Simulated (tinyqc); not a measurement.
# Grain growth, pinning, strength and diffusional creep of a polycrystal or thin film, step by step

A worked calculation. Computed by tinyqc, a small Python program that keeps every step. Command: `OMP_NUM_THREADS=1 python tinyqc.py 3030526 3030527 out.jsonl grain walk`. One thread of a shared host (Intel(R) Xeon(R) Processor @ 2.30GHz), about 0.01 s of CPU time with the checks. Intermediate numbers are printed to about 5 digits and carried at full precision; extremes and crossings named in words are read from the listed rows.

One mean grain size d describes the structure.

Inputs (values chosen for the exercise, modelled on copper):
```
quantity                                    value        unit
shear modulus G                              49.7         GPa
Burgers vector b                            2.556    angstrom
atomic volume Omega                         11.81  angstrom^3
boundary energy gamma                        0.59       J/m^2
mobility prefactor M0                     3.5e-05   m^4/(J s)
activation energy of boundary motion Q_m     1.14          eV
anneal temperature T                          450           K
anneal time t                                 370           s
initial grain size d0                          50          nm
particle volume fraction f                0.00053           -
particle radius r                              22          nm
film thickness h                             1500          nm
surface energy gamma_s                          2       J/m^2
friction stress sigma_0                        26         MPa
Hall-Petch slope k_y                         0.12   MPa m^0.5
lattice diffusion energy Q_l                 2.02          eV
boundary diffusion energy Q_b               0.994          eV
lattice prefactor D0                        5e-05       m^2/s
boundary prefactor delta D0b              1.2e-14       m^3/s
applied stress sigma                           10         MPa
service temperature T_c                       660           K
```

Sample: thin film on a substrate.

Constants: k_B = 8.617333262e-05 eV/K; k_B = 1.380649e-23 J/K.

## Mobility and the sizes at which growth stops

M = M0 exp(-Q_m/(k_B T)). The driving pressure is 2 gamma/d. Zener pinning pressure 3 f gamma/(2 r) stops growth at d_Z = 4 r/(3 f). Grooves where boundaries meet the surface have the angle theta = arcsin(gamma/(2 gamma_s)) and are taken to stop growth at d_h = h/(2 theta), a few film thicknesses; the limit is 1/d_lim = 1/d_Z + 1/d_h.

mobility M = 5.9790e-18 m^4/(J s)

Zener size d_Z = 55346 nm

groove angle theta = 0.14804 rad

groove limit d_h = 5066.2 nm

limit d_lim = 4641.3 nm

The grooves set the tighter limit.

## Grain size after the anneal

dd/dt = 2 M gamma (1/d - 1/d_lim) integrates to 2 M gamma t = d_lim (d0 - d) + d_lim^2 ln[(d_lim - d0)/(d_lim - d)]; without pinning d^2 = d0^2 + 4 M gamma t.

size without pinning = 87.869 nm

grain size d = 87.417 nm

Pinning holds d to 99 % of the free value.

## Yield stress

Hall-Petch term k_y/sqrt(d). Orowan term 3.06 x 0.4 G b ln(2 rbar/b)/(pi lambda sqrt(1 - nu)) with nu = 1/3, rbar = sqrt(2/3) r, lambda = rbar (sqrt(pi/f) - 2). Film term (threading dislocation, matched substrate, the geometry of an fcc (111) film taken for all cases): 3.464 G b ln(2 h/b)/(4 pi (1 - nu) h). The terms are added to sigma_0.

Hall-Petch term = 405.87 MPa

Orowan term = 22.255 MPa

film term = 32.813 MPa

yield stress = 486.94 MPa

The largest term is the Hall-Petch one. The anneal changed the Hall-Petch term from 537 to 406 MPa. Caution: the grains are smaller than the film is thick, so they are not columnar, and the groove drag and film term are overstated.

## Diffusional creep at T_c

Nabarro-Herring rate = 14 sigma Omega D_l/(k_B T d^2), D_l = D0 exp(-Q_l/(k_B T)); Coble rate = 14 pi sigma Omega delta D_b/(k_B T d^3), delta D_b = delta D0b exp(-Q_b/(k_B T)); they are equal at d_x = pi delta D_b/D_l.

Nabarro-Herring rate = 4.4643e-07 1/s

Coble rate = 0.26308 1/s

crossover size d_x = 51514 micrometre

time to 1 % strain = 0.038011 s

Boundary diffusion carries the creep, by a factor 590000. Caution: T_c is above the anneal temperature, so the grains would go on growing in service.

## Strength against creep resistance

Hall-Petch term k_y/sqrt(d).

At T_c and sigma:
```
d (nm)  Hall-Petch term (MPa)  Nabarro-Herring (1/s)  Coble (1/s)  time to 1 % (s)
30                     692.82             3.7906e-06   6.5089e+00       1.5364e-03
100                    379.47             3.4115e-07   1.7574e-01       5.6902e-02
300                    219.09             3.7906e-08   6.5089e-03       1.5364e+00
1000                   120.00             3.4115e-09   1.7574e-04       5.6901e+01
3000                    69.28             3.7906e-10   6.5089e-06       1.5363e+03
10000                   37.95             3.4115e-11   1.7574e-07       5.6891e+04
100000                  12.00             3.4115e-13   1.7574e-10       5.6792e+07
```

From 100 micrometre to 30 nm grains the Hall-Petch term grows 58 times, while the time to 1 % strain shrinks by 10.6 decades. Coble creep rules in 7 of the seven rows (d_x is a millimetre or more). Fine grains resist slip but creep fast. The Hall-Petch value at 30 nm is at the edge of that law, and in a film grains much larger than h lose atoms to the surfaces instead.

## Growth with time

The formulas are those given above.

At T:
```
t (s)     free growth (nm)  pinned growth (nm)  d/d_lim
4.60e+03               260               254.8  0.05491
1.50e+04               463               447.5  0.09642
4.60e+04               807               761.1  0.16399
1.50e+05              1456              1307.7  0.28174
4.60e+05              2548              2104.8  0.45349
1.50e+06              4601              3223.4  0.69451
4.60e+06              8057              4227.6  0.91085
1.50e+07             14549              4628.8  0.99729
```

The apparent exponent d ln d/d ln t of the pinned growth is at most about 0.48, below the ideal 1/2, and falls to 0.077 in the last rows: pinning hides it late.

Checks made by the program: d against numerical integration (relative difference 1e-09).
